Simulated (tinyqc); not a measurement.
All-pass ring resonator: two steps of the calculation.

A ring of length L = 2 pi Rr coupled to one bus waveguide: round-trip amplitude a = 10^(-al L/20), self-coupling t = sqrt(1 - k2). At detuning d from the resonance the round-trip phase is p = 2 pi d/FSR and the transmission T = (a^2 - 2 a t cos p + t^2)/(1 - 2 a t cos p + a^2 t^2). Lossless coupler, linear absorption only.

Parameters, values chosen for the exercise; values close to those of silicon waveguides:

| symbol | value | unit | meaning |
|---|---|---|---|
| lam | 1310 | nm | cold resonance wavelength |
| Rr | 10 | um | ring radius |
| ng | 4.05 |  | group index |
| al | 4.9 | dB/cm | propagation loss |
| k2 | 0.014 |  | power coupling |
| dT | 0.00019 | 1/K | thermo-optic change of the effective index |
| Rt | 2.7 | K/mW | thermal resistance |
| fa | 0.76 |  | share of the loss that heats the ring |
| Pin | 0.061 | mW | input power |
| dl | -14 | pm | laser detuning from the cold resonance |

Constants: c = 299792458 m/s. Results are converted to the units shown.

Problem 1. Resonance parameters. FSR = lam^2/(ng L), finesse F = pi sqrt(a t)/(1 - a t), FWHM = FSR/F, Q = lam/FWHM, Tmin = (a - t)^2/(1 - a t)^2, power build-up k2 a^2/(1 - a t)^2, optical bandwidth c/(lam Q).

Give: a; t; FSR; F; FWHM; Q; Tmin; build-up; bandwidth.

Solution 1.

a = 0.9965
t = 0.9930
FSR = 6.744 nm
F = 296.5
FWHM = 22.74 pm
Q = 5.760e4
Tmin = -9.608 dB
build-up = 125.2
bandwidth = 3.973 GHz

The ring is overcoupled; critical coupling needs k2 = 1 - a^2 = 0.00706.

Problem 2. Thermal shift of the resonance. T is the transmission at d = dl - s, p = 2 pi d/FSR; out = (lam dT/ng) Rt fa (1 - T) Pin; s(new) = out.

s at the start = 0 pm
a = 0.99646172
t = 0.99297533
FSR = 6.7438469 nm

Wanted: d; T; out; s after iteration 1.

Solution 2.

d = -14.00 pm
T = 0.6460
out = 2.723 pm
s after iteration 1 = 2.723 pm

Computed by the program tinyqc: `OMP_NUM_THREADS=1 python tinyqc.py 2650004 2650005 out.jsonl`, one thread of a shared Intel Xeon 2.30GHz, about 0.01 s for the whole run.
